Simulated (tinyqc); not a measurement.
Worked calculation (part 1 of 2): UHF in the sto-3g basis, for BeH+, spin multiplicity 1. Computed by tinyqc, a small Python program that keeps every step (integrals from PySCF). Settings: charge = 1, multiplicity = 1, basis = sto-3g, energy threshold = 1e-10, iteration cap = 69, orthogonalisation = symmetric, start = core, DIIS depth = 6, method = UHF, break = 0.7. Command: `OMP_NUM_THREADS=1 python tinyqc.py 25466 25467 out.jsonl` (the two numbers bound the seeds that draw the settings). One thread of a shared host (Intel(R) Xeon(R) Processor @ 2.60GHz), about 0.1 s of CPU time with the checks. Later iterations appear only in the table of the cycle.

## One-electron integrals

Geometry (angstrom):
```
atom         x         y         z
Be    0.000000  0.000000  0.000000
H     0.000000  0.000000  2.576000
```

Basis sto-3g: exponents (1/bohr^2) and contraction coefficients of normalised primitives:
```
element  l (shell)   exponent  coefficient
Be           s (1)  30.167871     0.154329
Be           s (1)   5.495115     0.535328
Be           s (1)   1.487193     0.444635
Be           s (2)   1.314833    -0.099967
Be           s (2)   0.305539     0.399513
Be           s (2)   0.099371     0.700115
Be           p (3)   1.314833     0.155916
Be           p (3)   0.305539     0.607684
Be           p (3)   0.099371     0.391957
H            s (1)   3.425251     0.154329
H            s (1)   0.623914     0.535328
H            s (1)   0.168855     0.444635
```

Overlap, kinetic and nuclear-attraction integrals over the contracted functions; the nuclear repulsion is the sum of Za Zb / Rab.

nuclear repulsion = 0.82170374 hartree

overlap S, order 1Be 1s, 1Be 2s, 1Be 2px, 1Be 2py, 1Be 2pz, 2H 1s:
$$\begin{pmatrix}
1.000000 & 0.259517 & 0.000000 & 0.000000 & 0.000000 & 0.003613 \\
0.259517 & 1.000000 & 0.000000 & 0.000000 & 0.000000 & 0.110819 \\
0.000000 & 0.000000 & 1.000000 & 0.000000 & 0.000000 & 0.000000 \\
0.000000 & 0.000000 & 0.000000 & 1.000000 & 0.000000 & 0.000000 \\
0.000000 & 0.000000 & 0.000000 & 0.000000 & 1.000000 & 0.164389 \\
0.003613 & 0.110819 & 0.000000 & 0.000000 & 0.164389 & 1.000000
\end{pmatrix}$$

kinetic energy T (hartree), order 1Be 1s, 1Be 2s, 1Be 2px, 1Be 2py, 1Be 2pz, 2H 1s:
$$\begin{pmatrix}
6.693975 & -0.033012 & 0.000000 & 0.000000 & 0.000000 & -0.002498 \\
-0.033012 & 0.211111 & 0.000000 & 0.000000 & 0.000000 & -0.007453 \\
0.000000 & 0.000000 & 0.660592 & 0.000000 & 0.000000 & 0.000000 \\
0.000000 & 0.000000 & 0.000000 & 0.660592 & 0.000000 & 0.000000 \\
0.000000 & 0.000000 & 0.000000 & 0.000000 & 0.660592 & 0.003035 \\
-0.002498 & -0.007453 & 0.000000 & 0.000000 & 0.003035 & 0.760032
\end{pmatrix}$$

nuclear attraction V (hartree), order 1Be 1s, 1Be 2s, 1Be 2px, 1Be 2py, 1Be 2pz, 2H 1s:
$$\begin{pmatrix}
-14.766518 & -1.952557 & 0.000000 & 0.000000 & -0.004871 & -0.025771 \\
-1.952557 & -2.518476 & 0.000000 & 0.000000 & -0.052488 & -0.203000 \\
0.000000 & 0.000000 & -2.490330 & 0.000000 & 0.000000 & 0.000000 \\
0.000000 & 0.000000 & 0.000000 & -2.490330 & 0.000000 & 0.000000 \\
-0.004871 & -0.052488 & 0.000000 & 0.000000 & -2.518948 & -0.294936 \\
-0.025771 & -0.203000 & 0.000000 & 0.000000 & -0.294936 & -2.048307
\end{pmatrix}$$

core Hamiltonian H = T + V (hartree), order 1Be 1s, 1Be 2s, 1Be 2px, 1Be 2py, 1Be 2pz, 2H 1s:
$$\begin{pmatrix}
-8.072543 & -1.985569 & 0.000000 & 0.000000 & -0.004871 & -0.028269 \\
-1.985569 & -2.307365 & 0.000000 & 0.000000 & -0.052488 & -0.210452 \\
0.000000 & 0.000000 & -1.829738 & 0.000000 & 0.000000 & 0.000000 \\
0.000000 & 0.000000 & 0.000000 & -1.829738 & 0.000000 & 0.000000 \\
-0.004871 & -0.052488 & 0.000000 & 0.000000 & -1.858356 & -0.291901 \\
-0.028269 & -0.210452 & 0.000000 & 0.000000 & -0.291901 & -1.288275
\end{pmatrix}$$

## Two-electron integrals

Functions are numbered as in S; the eight-fold symmetry (ij|kl) = (ji|kl) = (kl|ij) leaves the list below.

Two-electron integrals (ij|kl) in chemists' order, unique and non-zero (hartree):
```
(11|11) 2.298831   (21|11) 0.392036   (21|21) 0.079539   (22|11) 0.570988
(22|21) 0.143041   (22|22) 0.417683   (31|31) 0.014607   (32|31) 0.021888
(32|32) 0.092265   (33|11) 0.569578   (33|21) 0.143083   (33|22) 0.417589
(33|33) 0.449859   (41|41) 0.014607   (42|41) 0.021888   (42|42) 0.092265
(43|43) 0.024249   (44|11) 0.569578   (44|21) 0.143083   (44|22) 0.417589
(44|33) 0.401360   (44|44) 0.449859   (51|51) 0.014607   (52|51) 0.021888
(52|52) 0.092265   (53|53) 0.024249   (54|54) 0.024249   (55|11) 0.569578
(55|21) 0.143083   (55|22) 0.417589   (55|33) 0.401360   (55|44) 0.401360
(55|55) 0.449859   (61|11) 0.005183   (61|21) 0.001064   (61|22) 0.001971
(61|33) 0.001953   (61|44) 0.001953   (61|51) 0.000124   (61|52) 0.000238
(61|55) 0.002008   (61|61) 0.000015   (62|11) 0.034719   (62|21) 0.008942
(62|22) 0.031651   (62|33) 0.030292   (62|44) 0.030292   (62|51) 0.001080
(62|52) 0.008568   (62|55) 0.034331   (62|61) 0.000139   (62|62) 0.005593
(63|31) 0.000454   (63|32) 0.002738   (63|53) 0.001167   (63|63) 0.000286
(64|41) 0.000454   (64|42) 0.002738   (64|54) 0.001167   (64|64) 0.000286
(65|11) 0.047936   (65|21) 0.012400   (65|22) 0.044898   (65|33) 0.042621
(65|44) 0.042621   (65|51) 0.001648   (65|52) 0.013113   (65|55) 0.049393
(65|61) 0.000195   (65|62) 0.008566   (65|65) 0.013200   (66|11) 0.205422
(66|21) 0.053309   (66|22) 0.204663   (66|33) 0.195520   (66|44) 0.195520
(66|51) 0.004868   (66|52) 0.051583   (66|55) 0.222690   (66|61) 0.000809
(66|62) 0.053445   (66|65) 0.085025   (66|66) 0.774606
```

## Orthogonalisation

S = U s U^T; symmetric (Loewdin) form X = U s^(-1/2) U^T, so that X^T S X = 1.

eigenvalues of S: [0.709513, 0.852318, 1.000000, 1.000000, 1.144434, 1.293735]

X, order 1Be 1s, 1Be 2s, 1Be 2px, 1Be 2py, 1Be 2pz, 2H 1s:
$$\begin{pmatrix}
1.026763 & -0.136497 & 0.000000 & 0.000000 & -0.001370 & 0.009753 \\
-0.136497 & 1.031749 & 0.000000 & 0.000000 & 0.007352 & -0.058996 \\
0.000000 & 0.000000 & 1.000000 & 0.000000 & 0.000000 & 0.000000 \\
0.000000 & 0.000000 & 0.000000 & 1.000000 & 0.000000 & 0.000000 \\
-0.001370 & 0.007352 & 0.000000 & 0.000000 & 1.010438 & -0.084307 \\
0.009753 & -0.058996 & 0.000000 & 0.000000 & -0.084307 & 1.015364
\end{pmatrix}$$

## Starting guess

The start is the orbitals of the core Hamiltonian, with HOMO and LUMO mixed by +/-0.7 rad for the two spins; D(s) = C_occ C_occ^T for each spin.

D(alpha) at the start, order 1Be 1s, 1Be 2s, 1Be 2px, 1Be 2py, 1Be 2pz, 2H 1s:
$$\begin{pmatrix}
1.021280 & -0.067122 & 0.000000 & 0.000000 & -0.097722 & 0.006198 \\
-0.067122 & 0.196840 & 0.000000 & 0.000000 & 0.404137 & -0.018259 \\
0.000000 & 0.000000 & 0.000000 & 0.000000 & 0.000000 & 0.000000 \\
0.000000 & 0.000000 & 0.000000 & 0.000000 & 0.000000 & 0.000000 \\
-0.097722 & 0.404137 & 0.000000 & 0.000000 & 0.831353 & -0.037489 \\
0.006198 & -0.018259 & 0.000000 & 0.000000 & -0.037489 & 0.001694
\end{pmatrix}$$

D(beta) at the start, order 1Be 1s, 1Be 2s, 1Be 2px, 1Be 2py, 1Be 2pz, 2H 1s:
$$\begin{pmatrix}
1.068062 & -0.261131 & 0.000000 & 0.000000 & 0.063412 & 0.006228 \\
-0.261131 & 1.001400 & 0.000000 & 0.000000 & -0.261288 & -0.018472 \\
0.000000 & 0.000000 & 0.000000 & 0.000000 & 0.000000 & 0.000000 \\
0.000000 & 0.000000 & 0.000000 & 0.000000 & 0.000000 & 0.000000 \\
0.063412 & -0.261288 & 0.000000 & 0.000000 & 0.068199 & 0.004813 \\
0.006228 & -0.018472 & 0.000000 & 0.000000 & 0.004813 & 0.000343
\end{pmatrix}$$

## Iteration 1: building the Fock matrix

J_ij = sum D_kl (ij|kl) with D = D(alpha) + D(beta), K_ij = sum D_kl (ik|jl) for each spin; F = H + J - K(s); E = tr D H + tr D J / 2 - 0.5 sum_s tr D(s) K(s) + E_nn.

Coulomb J (hartree), order 1Be 1s, 1Be 2s, 1Be 2px, 1Be 2py, 1Be 2pz, 2H 1s:
$$\begin{pmatrix}
5.737077 & 1.065656 & 0.000000 & 0.000000 & 0.005077 & 0.014338 \\
1.065656 & 1.970416 & 0.000000 & 0.000000 & 0.023482 & 0.136993 \\
0.000000 & 0.000000 & 1.952961 & 0.000000 & 0.000000 & 0.000000 \\
0.000000 & 0.000000 & 0.000000 & 1.952961 & 0.000000 & 0.000000 \\
0.005077 & 0.023482 & 0.000000 & 0.000000 & 1.995906 & 0.192562 \\
0.014338 & 0.136993 & 0.000000 & 0.000000 & 0.192562 & 0.846273
\end{pmatrix}$$

exchange K(alpha) (hartree), order 1Be 1s, 1Be 2s, 1Be 2px, 1Be 2py, 1Be 2pz, 2H 1s:
$$\begin{pmatrix}
2.322936 & 0.403040 & 0.000000 & 0.000000 & 0.009514 & 0.006883 \\
0.403040 & 0.219272 & 0.000000 & 0.000000 & 0.187273 & 0.032186 \\
0.000000 & 0.000000 & 0.050119 & 0.000000 & 0.000000 & 0.000000 \\
0.000000 & 0.000000 & 0.000000 & 0.050119 & 0.000000 & 0.000000 \\
0.009514 & 0.187273 & 0.000000 & 0.000000 & 0.399993 & 0.051838 \\
0.006883 & 0.032186 & 0.000000 & 0.000000 & 0.051838 & 0.011953
\end{pmatrix}$$

exchange K(beta) (hartree), order 1Be 1s, 1Be 2s, 1Be 2px, 1Be 2py, 1Be 2pz, 2H 1s:
$$\begin{pmatrix}
2.331220 & 0.393608 & 0.000000 & 0.000000 & -0.005977 & 0.005101 \\
0.393608 & 0.433834 & 0.000000 & 0.000000 & -0.123430 & 0.014464 \\
0.000000 & 0.000000 & 0.098133 & 0.000000 & 0.000000 & 0.000000 \\
0.000000 & 0.000000 & 0.000000 & 0.098133 & 0.000000 & 0.000000 \\
-0.005977 & -0.123430 & 0.000000 & 0.000000 & 0.127259 & -0.000342 \\
0.005101 & 0.014464 & 0.000000 & 0.000000 & -0.000342 & 0.001113
\end{pmatrix}$$

F(alpha) (hartree), order 1Be 1s, 1Be 2s, 1Be 2px, 1Be 2py, 1Be 2pz, 2H 1s:
$$\begin{pmatrix}
-4.658402 & -1.322954 & 0.000000 & 0.000000 & -0.009307 & -0.020814 \\
-1.322954 & -0.556222 & 0.000000 & 0.000000 & -0.216278 & -0.105646 \\
0.000000 & 0.000000 & 0.073104 & 0.000000 & 0.000000 & 0.000000 \\
0.000000 & 0.000000 & 0.000000 & 0.073104 & 0.000000 & 0.000000 \\
-0.009307 & -0.216278 & 0.000000 & 0.000000 & -0.262443 & -0.151177 \\
-0.020814 & -0.105646 & 0.000000 & 0.000000 & -0.151177 & -0.453956
\end{pmatrix}$$

F(beta) (hartree), order 1Be 1s, 1Be 2s, 1Be 2px, 1Be 2py, 1Be 2pz, 2H 1s:
$$\begin{pmatrix}
-4.666686 & -1.313522 & 0.000000 & 0.000000 & 0.006184 & -0.019032 \\
-1.313522 & -0.770783 & 0.000000 & 0.000000 & 0.094425 & -0.087924 \\
0.000000 & 0.000000 & 0.025090 & 0.000000 & 0.000000 & 0.000000 \\
0.000000 & 0.000000 & 0.000000 & 0.025090 & 0.000000 & 0.000000 \\
0.006184 & 0.094425 & 0.000000 & 0.000000 & 0.010290 & -0.098997 \\
-0.019032 & -0.087924 & 0.000000 & 0.000000 & -0.098997 & -0.443115
\end{pmatrix}$$

total energy of this density = -14.26090707 hartree

## Iteration 1: diagonalisation and new density

Diagonalise F' = X^T F X, C = X C', fill 2 alpha and 2 beta electrons from the bottom; D(s) = C_occ C_occ^T. Each column has its largest component positive (the first on a tie).

F' = X^T F X (alpha) (hartree):
$$\begin{pmatrix}
-4.550849 & -0.694859 & 0.000000 & 0.000000 & 0.016861 & 0.017882 \\
-0.694859 & -0.298468 & 0.000000 & 0.000000 & -0.212202 & -0.047779 \\
0.000000 & 0.000000 & 0.073104 & 0.000000 & 0.000000 & 0.000000 \\
0.000000 & 0.000000 & 0.000000 & 0.073104 & 0.000000 & 0.000000 \\
0.016861 & -0.212202 & 0.000000 & 0.000000 & -0.248495 & -0.083193 \\
0.017882 & -0.047779 & 0.000000 & 0.000000 & -0.083193 & -0.434744
\end{pmatrix}$$

orbital energies (alpha) (hartree): MO1 -4.661598, MO2 -0.529515, MO3 -0.338374, MO4 -0.003068, MO5 0.073104, MO6 0.073104

coefficients C (alpha), order 1Be 1s, 1Be 2s, 1Be 2px, 1Be 2py, 1Be 2pz, 2H 1s:
$$\begin{pmatrix}
0.992433 & -0.125412 & 0.157295 & -0.218119 & 0.000000 & 0.000000 \\
0.027796 & 0.422525 & -0.558207 & 0.771866 & 0.000000 & 0.000000 \\
0.000000 & 0.000000 & 0.000000 & 0.000000 & 0.092236 & 0.995737 \\
0.000000 & 0.000000 & 0.000000 & 0.000000 & 0.995737 & -0.092236 \\
0.003792 & 0.494009 & -0.583275 & -0.666243 & 0.000000 & 0.000000 \\
-0.002333 & 0.650545 & 0.784655 & 0.052431 & 0.000000 & 0.000000
\end{pmatrix}$$

F' = X^T F X (beta) (hartree):
$$\begin{pmatrix}
-4.566162 & -0.653734 & 0.000000 & 0.000000 & -0.009438 & 0.017161 \\
-0.653734 & -0.527120 & 0.000000 & 0.000000 & 0.105348 & -0.043309 \\
0.000000 & 0.000000 & 0.025090 & 0.000000 & 0.000000 & 0.000000 \\
0.000000 & 0.000000 & 0.000000 & 0.025090 & 0.000000 & 0.000000 \\
-0.009438 & 0.105348 & 0.000000 & 0.000000 & 0.025689 & -0.071696 \\
0.017161 & -0.043309 & 0.000000 & 0.000000 & -0.071696 & -0.430344
\end{pmatrix}$$

orbital energies (beta) (hartree): MO1 -4.669372, MO2 -0.473865, MO3 -0.416926, MO4 0.025090, MO5 0.025090, MO6 0.062226

coefficients C (beta), order 1Be 1s, 1Be 2s, 1Be 2px, 1Be 2py, 1Be 2pz, 2H 1s:
$$\begin{pmatrix}
0.992901 & -0.209411 & 0.196656 & 0.000000 & 0.000000 & -0.067758 \\
0.026159 & 0.727555 & -0.703209 & 0.000000 & 0.000000 & 0.249294 \\
0.000000 & 0.000000 & 0.000000 & 0.849405 & -0.527741 & 0.000000 \\
0.000000 & 0.000000 & 0.000000 & 0.527741 & 0.849405 & 0.000000 \\
-0.001568 & -0.111173 & 0.205986 & 0.000000 & 0.000000 & 0.986589 \\
-0.001903 & 0.643617 & 0.749084 & 0.000000 & 0.000000 & -0.257438
\end{pmatrix}$$

D(alpha) after iteration 1, order 1Be 1s, 1Be 2s, 1Be 2px, 1Be 2py, 1Be 2pz, 2H 1s:
$$\begin{pmatrix}
1.000652 & -0.025405 & 0.000000 & 0.000000 & -0.058191 & -0.083902 \\
-0.025405 & 0.179300 & 0.000000 & 0.000000 & 0.208837 & 0.274807 \\
0.000000 & 0.000000 & 0.000000 & 0.000000 & 0.000000 & 0.000000 \\
0.000000 & 0.000000 & 0.000000 & 0.000000 & 0.000000 & 0.000000 \\
-0.058191 & 0.208837 & 0.000000 & 0.000000 & 0.244059 & 0.321366 \\
-0.083902 & 0.274807 & 0.000000 & 0.000000 & 0.321366 & 0.423215
\end{pmatrix}$$

D(beta) after iteration 1, order 1Be 1s, 1Be 2s, 1Be 2px, 1Be 2py, 1Be 2pz, 2H 1s:
$$\begin{pmatrix}
1.029705 & -0.126385 & 0.000000 & 0.000000 & 0.021724 & -0.136670 \\
-0.126385 & 0.530021 & 0.000000 & 0.000000 & -0.080926 & 0.468217 \\
0.000000 & 0.000000 & 0.000000 & 0.000000 & 0.000000 & 0.000000 \\
0.000000 & 0.000000 & 0.000000 & 0.000000 & 0.000000 & 0.000000 \\
0.021724 & -0.080926 & 0.000000 & 0.000000 & 0.012362 & -0.071550 \\
-0.136670 & 0.468217 & 0.000000 & 0.000000 & -0.071550 & 0.414247
\end{pmatrix}$$

Within a degenerate level the vectors are fixed only up to a rotation; this is one choice.

## Iteration 2: building the Fock matrix

As before.

Coulomb J (hartree), order 1Be 1s, 1Be 2s, 1Be 2px, 1Be 2py, 1Be 2pz, 2H 1s:
$$\begin{pmatrix}
5.344790 & 0.973638 & 0.000000 & 0.000000 & 0.010985 & 0.013140 \\
0.973638 & 1.759231 & 0.000000 & 0.000000 & 0.084386 & 0.158433 \\
0.000000 & 0.000000 & 1.741321 & 0.000000 & 0.000000 & 0.000000 \\
0.000000 & 0.000000 & 0.000000 & 1.741321 & 0.000000 & 0.000000 \\
0.010985 & 0.084386 & 0.000000 & 0.000000 & 1.785873 & 0.231753 \\
0.013140 & 0.158433 & 0.000000 & 0.000000 & 0.231753 & 1.386261
\end{pmatrix}$$

exchange K(alpha) (hartree), order 1Be 1s, 1Be 2s, 1Be 2px, 1Be 2py, 1Be 2pz, 2H 1s:
$$\begin{pmatrix}
2.298038 & 0.407234 & 0.000000 & 0.000000 & 0.001156 & 0.005722 \\
0.407234 & 0.193501 & 0.000000 & 0.000000 & 0.129311 & 0.115337 \\
0.000000 & 0.000000 & 0.038265 & 0.000000 & 0.000000 & 0.000000 \\
0.000000 & 0.000000 & 0.000000 & 0.038265 & 0.000000 & 0.000000 \\
0.001156 & 0.129311 & 0.000000 & 0.000000 & 0.184103 & 0.151273 \\
0.005722 & 0.115337 & 0.000000 & 0.000000 & 0.151273 & 0.419500
\end{pmatrix}$$

exchange K(beta) (hartree), order 1Be 1s, 1Be 2s, 1Be 2px, 1Be 2py, 1Be 2pz, 2H 1s:
$$\begin{pmatrix}
2.309929 & 0.397733 & 0.000000 & 0.000000 & -0.001491 & 0.002449 \\
0.397733 & 0.296552 & 0.000000 & 0.000000 & -0.014331 & 0.121578 \\
0.000000 & 0.000000 & 0.061102 & 0.000000 & 0.000000 & 0.000000 \\
0.000000 & 0.000000 & 0.000000 & 0.061102 & 0.000000 & 0.000000 \\
-0.001491 & -0.014331 & 0.000000 & 0.000000 & 0.074200 & 0.047168 \\
0.002449 & 0.121578 & 0.000000 & 0.000000 & 0.047168 & 0.360269
\end{pmatrix}$$

F(alpha) (hartree), order 1Be 1s, 1Be 2s, 1Be 2px, 1Be 2py, 1Be 2pz, 2H 1s:
$$\begin{pmatrix}
-5.025791 & -1.419165 & 0.000000 & 0.000000 & 0.004958 & -0.020852 \\
-1.419165 & -0.741636 & 0.000000 & 0.000000 & -0.097413 & -0.167357 \\
0.000000 & 0.000000 & -0.126682 & 0.000000 & 0.000000 & 0.000000 \\
0.000000 & 0.000000 & 0.000000 & -0.126682 & 0.000000 & 0.000000 \\
0.004958 & -0.097413 & 0.000000 & 0.000000 & -0.256585 & -0.211421 \\
-0.020852 & -0.167357 & 0.000000 & 0.000000 & -0.211421 & -0.321514
\end{pmatrix}$$

F(beta) (hartree), order 1Be 1s, 1Be 2s, 1Be 2px, 1Be 2py, 1Be 2pz, 2H 1s:
$$\begin{pmatrix}
-5.037682 & -1.409664 & 0.000000 & 0.000000 & 0.007605 & -0.017578 \\
-1.409664 & -0.844686 & 0.000000 & 0.000000 & 0.046229 & -0.173598 \\
0.000000 & 0.000000 & -0.149519 & 0.000000 & 0.000000 & 0.000000 \\
0.000000 & 0.000000 & 0.000000 & -0.149519 & 0.000000 & 0.000000 \\
0.007605 & 0.046229 & 0.000000 & 0.000000 & -0.146683 & -0.107316 \\
-0.017578 & -0.173598 & 0.000000 & 0.000000 & -0.107316 & -0.262283
\end{pmatrix}$$

total energy of this density = -14.44410173 hartree

## Iteration 2: DIIS over 2 matrices

error matrix X^T (FDS - SDF) X (alpha):
$$\begin{pmatrix}
0.000000 & -0.000181 & 0.000000 & 0.000000 & -0.007591 & 0.018543 \\
0.000181 & 0.000000 & 0.000000 & 0.000000 & -0.035755 & -0.051401 \\
0.000000 & 0.000000 & 0.000000 & 0.000000 & 0.000000 & 0.000000 \\
0.000000 & 0.000000 & 0.000000 & 0.000000 & 0.000000 & 0.000000 \\
0.007591 & 0.035755 & 0.000000 & 0.000000 & 0.000000 & -0.011212 \\
-0.018543 & 0.051401 & 0.000000 & 0.000000 & 0.011212 & 0.000000
\end{pmatrix}$$

B (overlaps of the stored error matrices):
$$\begin{pmatrix}
1.1870350e-01 & -6.9773594e-05 \\
-6.9773594e-05 & 3.4404431e-02
\end{pmatrix}$$

Minimise |sum c_i e_i|^2 with sum c_i = 1: solve [B -1; -1 0][c; lambda] = [0; -1] with B_ij = tr e_i^T e_j summed over both spins, and take F = sum c_i F_i.

DIIS coefficients: [0.224958, 0.775042]

extrapolated F(alpha) (hartree), order 1Be 1s, 1Be 2s, 1Be 2px, 1Be 2py, 1Be 2pz, 2H 1s:
$$\begin{pmatrix}
-4.943144 & -1.397522 & 0.000000 & 0.000000 & 0.001749 & -0.020843 \\
-1.397522 & -0.699925 & 0.000000 & 0.000000 & -0.124152 & -0.153474 \\
0.000000 & 0.000000 & -0.081739 & 0.000000 & 0.000000 & 0.000000 \\
0.000000 & 0.000000 & 0.000000 & -0.081739 & 0.000000 & 0.000000 \\
0.001749 & -0.124152 & 0.000000 & 0.000000 & -0.257903 & -0.197868 \\
-0.020843 & -0.153474 & 0.000000 & 0.000000 & -0.197868 & -0.351308
\end{pmatrix}$$

extrapolated F(beta) (hartree), order 1Be 1s, 1Be 2s, 1Be 2px, 1Be 2py, 1Be 2pz, 2H 1s:
$$\begin{pmatrix}
-4.954224 & -1.388036 & 0.000000 & 0.000000 & 0.007286 & -0.017905 \\
-1.388036 & -0.828061 & 0.000000 & 0.000000 & 0.057071 & -0.154325 \\
0.000000 & 0.000000 & -0.110239 & 0.000000 & 0.000000 & 0.000000 \\
0.000000 & 0.000000 & 0.000000 & -0.110239 & 0.000000 & 0.000000 \\
0.007286 & 0.057071 & 0.000000 & 0.000000 & -0.111370 & -0.105444 \\
-0.017905 & -0.154325 & 0.000000 & 0.000000 & -0.105444 & -0.302962
\end{pmatrix}$$
